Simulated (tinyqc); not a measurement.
## Thickness from two neighbouring fringes

Inverse problem. At normal incidence a transparent film with an index between those of air and substrate, taken as constant, has reflectance minima at 2 n1 d = (m + 1/2) lam (small phase shifts at the substrate neglected). Find d and the order m of the shorter wavelength.

Inputs (values chosen for the exercise): index of the transparent film n1 = 1.627.

wavelengths of two neighbouring reflectance minima (nm): 541  695.57143

Solution. Neighbouring orders differ by one: 2 n1 d (1/lam1 - 1/lam2) = 1.

d = 748 nm
m = 4

Computed by the program tinyqc: `OMP_NUM_THREADS=1 python tinyqc.py 2870194 2870195 out.jsonl`, one thread of a shared Intel Xeon 2.30GHz, about 0.6 s for the whole run.
